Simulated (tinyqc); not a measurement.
Two-band k.p model of the Delta valleys near the X point under shear strain: one step. The Hamiltonian at one k. Four cases, with inputs chosen for the exercise.

Question. Fill in the 2 x 2 matrix (sigma_z diagonal) and give its levels.

Valley pair on the [001] axis, kz counted from the X point, c = hbar^2/2m0, k0 = kx0 2 pi/a. H = (c kz^2/ml + c (kx^2 + ky^2)/mt + c k0^2/ml) 1 + (2 c k0 kz/ml) sigma_z + (D exy - 2 c kx ky/Mp) sigma_x, so E = c kz^2/ml + c (kx^2 + ky^2)/mt + c k0^2/ml -/+ sqrt((2 c k0 kz/ml)^2 + (D exy - 2 c kx ky/Mp)^2). Without strain the lower band has its minima, E = 0, at kz = +/- k0. Shifts from diagonal strain are left out.

Constants: hbar^2/2m0 = 3.80998211 eV angstrom^2.

Case 1.

Values chosen (near those of Si; shifted at random, so the results belong to these values and not to a real crystal): a = 5.444 angstrom (lattice constant); ml = 0.899 m0 (longitudinal mass); mt = 0.195 m0 (transverse mass); kx0 = 0.143 2 pi/a (distance of the minimum from X); D = 13 eV (shear deformation potential); Mp = 0.24 m0 (coupling mass); exy = -0.0015 (shear strain); k = (-0.007, 0.018, 0.229) 1/angstrom (wave vector from X).

Case 2.

Values chosen (near those of Si; shifted at random, so the results belong to these values and not to a real crystal): a = 5.427 angstrom (lattice constant); ml = 0.937 m0 (longitudinal mass); mt = 0.2 m0 (transverse mass); kx0 = 0.152 2 pi/a (distance of the minimum from X); D = 15 eV (shear deformation potential); Mp = 0.246 m0 (coupling mass); exy = 0.002 (shear strain); k = (0.053, 0.073, 0.086) 1/angstrom (wave vector from X).

Case 3.

Values chosen (near those of Si; shifted at random, so the results belong to these values and not to a real crystal): a = 5.427 angstrom (lattice constant); ml = 0.94 m0 (longitudinal mass); mt = 0.198 m0 (transverse mass); kx0 = 0.152 2 pi/a (distance of the minimum from X); D = 13.1 eV (shear deformation potential); Mp = 0.236 m0 (coupling mass); exy = -0.0086 (shear strain); k = (0.03, 0.065, 0.107) 1/angstrom (wave vector from X).

Case 4.

Values chosen (near those of Si; shifted at random, so the results belong to these values and not to a real crystal): a = 5.442 angstrom (lattice constant); ml = 0.908 m0 (longitudinal mass); mt = 0.197 m0 (transverse mass); kx0 = 0.153 2 pi/a (distance of the minimum from X); D = 14 eV (shear deformation potential); Mp = 0.231 m0 (coupling mass); exy = -0.0011 (shear strain); k = (-0.006, 0.032, 0.037) 1/angstrom (wave vector from X).

Give: H(k); levels.

Answer.

Case 1.

H(k) (eV):
```
         1        2
1   0.6653  -0.0155
2  -0.0155   0.0246
```

levels (eV): 0.0242  0.6657

Case 2.

H(k) (eV):
```
         1        2
1   0.4341  -0.0898
2  -0.0898   0.1879
```

levels (eV): 0.1586  0.4634

Case 3.

H(k) (eV):
```
         1        2
1   0.4232  -0.1756
2  -0.1756   0.1179
```

levels (eV): 0.0379  0.5032

Case 4.

H(k) (eV):
```
         1        2
1   0.2120  -0.0091
2  -0.0091   0.1023
```

levels (eV): 0.1016  0.2128

Computed by tinyqc, one run a case: `OMP_NUM_THREADS=1 python tinyqc.py N N+1 out.jsonl` with N = 1051117, 1051284, 1051332, 1051522; one thread of a shared Intel(R) Xeon(R) Processor @ 2.30GHz, about 0.01 s a run at most.
